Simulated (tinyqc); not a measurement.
Fully depleted semiconductor-on-insulator film with two gates, non-linear Poisson equation by Newton steps: one step of the calculation.

One dimension across the film, front interface at x = 0, back interface at x = ts. psi is counted from the intrinsic level, n = ni exp(psi/Vt) (source grounded), holes neglected, acceptors ionised. Gates act through Cox = eps0 eox/tox and Cbox = 3.9 eps0/tb with potentials G1 = Vg - (phiM - chi - Vt ln(Nc/ni)) and G2 = Vb - (phiB - chi - Vt ln(Nc/ni)). Classical Boltzmann densities, no interface charge, no depletion in the back plane.

Question. Capacitances and gate potentials. ni = sqrt(Nc Nv) exp(-Eg/(2 Vt)), Eg in volts; Cox, Cbox, G1, G2 as defined; Cs = eps0 eps_r/ts; a = eps0 eps_r/h with h = ts/8; coupling ratio of a depleted film Cs Cbox/(Cox (Cs + Cbox)).

Inputs (values chosen for the exercise); band and dielectric values close to those of silicon:
- T = 350 K (temperature)
- Eg = 1.14 eV (band gap)
- eps_r = 11.8 (relative permittivity)
- Nc = 3.47e19 cm^-3 (conduction-band density of states at T)
- Nv = 3.33e19 cm^-3 (valence-band density of states at T)
- chi = 4.07 eV (electron affinity)
- eox = 3.9 (relative permittivity of the gate insulator (close to silicon dioxide))
- tox = 1.2 nm (insulator thickness)
- ts = 5.4 nm (film thickness)
- tb = 85 nm (buried-oxide thickness (eps_r 3.9))
- phiM = 4.39 eV (work function of the front gate)
- phiB = 4.57 eV (work function of the back plane)
- Vb = 0 V (back-gate voltage)
- Vg = 0.13 V (front-gate voltage)

Constants: q = 1.602176634e-19 C, kB = 1.380649e-23 J/K, Vt = kB T/q, eps0 = 8.8541878128e-14 F/cm where lengths are in cm. Results are converted to the units shown.

Give: ni; Cox; Cbox; Cs; a; G1; G2; coupling ratio.

Answer.

ni = 2.1074e11 cm^-3
Cox = 2.8776 uF/cm^2
Cbox = 0.040625 uF/cm^2
Cs = 1.9348 uF/cm^2
a = 15.478 uF/cm^2
G1 = 0.38062 V
G2 = 0.070621 V
coupling ratio = 0.013827

Range of the model: In so thin a film or at such density quantum confinement moves the charge away from the interfaces and raises the threshold.

Computed by the program tinyqc: `OMP_NUM_THREADS=1 python tinyqc.py 2190149 2190150 out.jsonl`, one thread of a shared Intel Xeon 2.30GHz, about 0.6 s for the whole run.
